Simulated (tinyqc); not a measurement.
Undoped gate-all-around wire MOSFET, analytic charge model: two steps of the calculation.

An undoped round wire of radius R under an insulator shell and a surrounding gate; long channel, electrons only, n = ni exp((psi - V)/Vt) with V the quasi-Fermi potential (0 at the source, Vd at the drain), constant mobility, no quantisation. The radial Poisson equation gives n(r) = n(0)/(1 - (1 - b) r^2/R^2)^2 with b = Q0/(Q + Q0). Q is the electron charge per area of the wire surface.

Values chosen for this exercise; material values close to those of silicon:
- T = 273 K (temperature)
- Eg = 1.11 eV (band gap)
- eps_r = 11.8 (relative permittivity of the semiconductor)
- Nc = 2.41e19 cm^-3 (conduction-band density of states at T)
- Nv = 2.33e19 cm^-3 (valence-band density of states at T)
- eox = 3.98 (relative permittivity of the gate insulator)
- tox = 1 nm (insulator thickness)
- R = 6 nm (wire radius)
- dphi = 0 V (gate work function less that of the intrinsic body)
- mu = 180 cm^2/(V s) (channel mobility)
- L = 0.1 um (gate length)
- Vd = 1 V (drain voltage)

Constants: q = 1.602176634e-19 C, kB = 1.380649e-23 J/K, Vt = kB T/q, eps0 = 8.8541878128e-14 F/cm where lengths are in cm. Results are converted to the units shown.

Question 1. Constants of the wire. ni = sqrt(Nc Nv) exp(-Eg/(2 Vt)), Eg in volts; Cox = eps0 eox/(R ln(1 + tox/R)); Q0 = 4 eps0 eps_r Vt/R; V0 = dphi + Vt ln[8 eps0 eps_r Vt/(q ni R^2)].

Wanted: ni; Cox; Q0; V0.

Answer 1.

ni = 1.346e9 cm^-3
Cox = 3.810 uF/cm^2
Q0 = 163.9 nC/cm^2
V0 = 0.5094 V

Question 2. Drain current and line charge. Q solves Vg - V0 - V = Q/Cox + Vt ln(Q/Q0) + Vt ln(1 + Q/Q0). I = mu (2 pi R/L)[2 Vt (Qs - Qd) + (Qs^2 - Qd^2)/(2 Cox) + Vt Q0 ln((Qd + Q0)/(Qs + Q0))], with Qs at V = 0 and Qd at V = Vd. Electrons per length at the source: 2 pi R Qs/q; surface over centre density: (1 + Qs/Q0)^2.

Qs = 257.93080 nC/cm^2
Qd = 4.0844361e-15 nC/cm^2
Cox = 3.8100889 uF/cm^2
Q0 = 163.86078 nC/cm^2

Give: first term; second term; third term; I; electrons per length; surface over centre density.

Answer 2.

first term = 0.8235 uA
second term = 0.5924 uA
third term = -0.2473 uA
I = 1.169 uA
electrons per length = 0.6069 1/nm
surface over centre density = 6.626

The square-law term makes up 50.7 % of the current.

tinyqc, about 0.02 s, one thread, Intel Xeon 2.30GHz (shared host): `OMP_NUM_THREADS=1 python tinyqc.py 2460021 2460022 out.jsonl`
